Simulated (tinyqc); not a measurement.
Changing the Huang-Rhys factor S: non-radiative capture by multiphonon emission, one effective mode. Computed by tinyqc, a small Python program. Command: `OMP_NUM_THREADS=1 python tinyqc.py 3028099 3028100 out.jsonl capture sweep`. One thread of a shared host (Intel(R) Xeon(R) Processor @ 2.30GHz), about 0.04 s of CPU time with the checks.

The initial state (free carrier plus empty centre) lies dE above the final state; both have the same frequency and are displaced by dQ.

Inputs (values chosen for the exercise, with mass, screening and phonons like those of CdS):
```
quantity,value,unit
energy released dE,0.249,eV
phonon energy hbar omega,21.1,meV
electron-phonon coupling W,0.03,eV/(u^(1/2) angstrom)
cell volume V,1200,angstrom^3
degeneracy g,1,-
broadening b,13,meV
carrier mass m,0.781,m_0
dielectric constant eps,8.67,-
temperature T,300,K
defect density N_t,4e+16,cm^-3
```

Centre: repulsive.

Constants: hbar^2/u = 4.18015928e-03 eV angstrom^2; k_B = 8.617333262e-05 eV/K; hbar = 6.582119569e-16 eV s; Ry = 13.605693123 eV; k_B = 1.380649e-23 J/K; m_0 = 9.1093837015e-31 kg.

Method:
- dQ = sqrt(2 S (hbar^2/u)/hbar omega); relaxation energy lambda = S hbar omega; phonons needed P = dE/hbar omega; classical barrier E_b = (dE - lambda)^2/(4 lambda); occupation n = 1/(exp(hbar omega/k_B T) - 1).
- Huang-Rhys weight for a net emission of p phonons: L_p = exp(-S (2n + 1)) ((n + 1)/n)^(p/2) I_p(2 S sqrt(n (n + 1))), I_p the modified Bessel function.
- M_p = sum_m w_m <m_i|Q|(m + p)_f>^2 with Q counted from the final minimum and Boltzmann weights w_m for m = 0..24; <m_i|Q|k_f> = sqrt((hbar^2/u)/(2 hbar omega)) [sqrt(k) <m|k-1> + sqrt(k+1) <m|k+1>], with overlaps of oscillators displaced by d = sqrt(2 S) summed on 1500 points from -16 to 16 + d.
- The delta function is a Gaussian of standard deviation b at dE - p hbar omega.
- C_0 = V (2 pi/hbar) g W^2 sum_p M_p Gaussian_p. The sum runs over the seven p from round(P) - 3 to round(P) + 3; 1 angstrom^3 = 1e-24 cm^3.
- Sommerfeld factor of a repulsive centre: s(k) = 2 pi nu/(exp(2 pi nu) - 1), nu = sqrt(Ry*/E), Ry* = Ry m/eps^2, averaged over (2/sqrt(pi)) sqrt(x) exp(-x) dx with x = E/k_B T = t^2 (trapezoid, t to 6 in steps of 0.01).
- C = s C_0; v = sqrt(3 k_B T/m); sigma = C/v; tau = 1/(C N_t).

One run for each value:
```
Huang-Rhys factor S,capture coefficient C (cm^3/s),classical barrier E_b (eV),dQ (u^(1/2) angstrom)
1.2,1.339e-14,0.4940,0.690
1.8,2.473e-13,0.2931,0.845
2.3,1.173e-12,0.2070,0.955
2.9,4.302e-12,0.1441,1.072
3.6,1.219e-11,0.0985,1.194
4.5,2.962e-11,0.0625,1.335
5.6,5.826e-11,0.0362,1.490
7.0,9.498e-11,0.0174,1.665
```

Give the missing row, Huang-Rhys factor S = 1.5.

Computed row:
```
Huang-Rhys factor S  capture coefficient C (cm^3/s)  classical barrier E_b (eV)  dQ (u^(1/2) angstrom)
1.5                                       6.985e-14                      0.3732                  0.771
```

Interpolating between the two neighbouring rows (the first column on a logarithmic scale, the others too where they are positive) misses most in capture coefficient C (cm^3/s), by 4.6 %. Over the rows, capture coefficient C (cm^3/s) rises from 1.34e-14 to 9.50e-11 (exponent d ln y / d ln x 7.4 between the first rows and 2.2 between the last); classical barrier E_b (eV) falls from 0.494 to 0.0174 (exponent d ln y / d ln x -1.3 between the first rows and -3.3 between the last); dQ (u^(1/2) angstrom) rises from 0.690 to 1.67 (exponent d ln y / d ln x about 0.50 throughout). The barrier vanishes where S equals the number of phonons needed, dE/hbar omega = 11.8.

Caution (rows 1.20, 1.50, 1.80, 2.30): the largest term is not the one nearest energy conservation, so C_0 depends strongly on the broadening b. Caution (all rows): the effective Bohr radius is under 10 angstrom, so the effective-mass Sommerfeld factor is rough.

Extremes, crossings and ranges named in words are read from the listed rows.
